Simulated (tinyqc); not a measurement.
Changing the wafer radius R: thermal and gravitational stress in a wafer during furnace and rapid thermal processing, and the onset of slip. Computed by tinyqc, a small Python program. Command: `OMP_NUM_THREADS=1 python tinyqc.py 3020369 3020370 out.jsonl slip sweep`. One thread of a shared host (Intel(R) Xeon(R) Processor @ 2.30GHz), about 0.01 s of CPU time with the checks.

A thin free disc in plane stress, isotropic; T(r) = T_centre + dT (r/R)^n. Stress is positive in tension; sigma_SB = 5.670374419e-8 W/(m^2 K^4), g = 9.80665 m/s^2.

Inputs (values chosen for the exercise, modelled on silicon):
```
quantity                              value        unit
thickness t                             775  micrometre
Young's modulus E                       138         GPa
Poisson ratio nu                       0.26           -
expansion alpha                        4.28      1e-6/K
temperature T                          1325           K
prefactor A of the critical stress  0.00017         MPa
energy U of the critical stress         1.1          eV
density rho                            2330      kg/m^3
heat capacity c                         916    J/(kg K)
conductivity k                         25.6     W/(m K)
wafer spacing s                         7.2          mm
ramp rate                                23       K/min
radius of the support ring over R      0.98           -
```

Constants: k_B = 8.617333262e-05 eV/K.

Method:
- Critical resolved stress tau_c = A exp(U/(k_B T)), a form chosen for the exercise; slip when 0.492799 |s_tt(R)| > tau_c; allowed |dT| = tau_c (n + 2)/(0.492799 n alpha E).
- In a stack heated from the rim, heat flows inward by conduction and by radiation between wafers: k_eff = k + (16/3) sigma_SB T^3 s^2/t (a diffusion estimate with the spacing as path length). A steady ramp gives the parabolic lag dT = rho c (ramp) R^2/(4 k_eff); the allowed ramp uses n = 2.
- Own weight q = rho g t on a ring of radius b R, x = r/R: moments of an edge-supported plate, M_r = q R^2 (3 + nu)(1 - x^2)/16 and M_t = q R^2 [(3 + nu) - (1 + 3 nu) x^2]/16, less the uniform moment inside the ring load, q R^2 [(1 - nu)(1 - b^2) - 2 (1 + nu) ln b]/8; stress at the lower face = 6 M/t^2.

One run for each value:
```
wafer radius R (mm)  allowed ramp rate (K/min)  lag of the centre (K)  stress at the centre (MPa)
50.0                                    58.311                   7.04                      0.0857
62.5                                    37.319                  11.00                      0.1339
75.0                                    25.916                  15.83                      0.1928
100.0                                   14.578                  28.15                      0.3427
150.0                                    6.479                  63.34                      0.7711
225.0                                    2.880                 142.51                      1.7349
```

Describe and explain the trends.

Over the rows, allowed ramp rate (K/min) falls from 58.3 to 2.88 (exponent d ln y / d ln x about -2.0 throughout); lag of the centre (K) rises from 7.04 to 143 (exponent d ln y / d ln x about 2.0 throughout); stress at the centre (MPa) rises from 0.0857 to 1.73. The exponent of allowed ramp rate stays at -2: diffusion over the radius. The exponent of lag of the centre stays at 2: diffusion over the radius. The thickness is held fixed; lag and sag stress both grow as R^2, which is why larger wafers are thicker and ramped more slowly or heated singly.
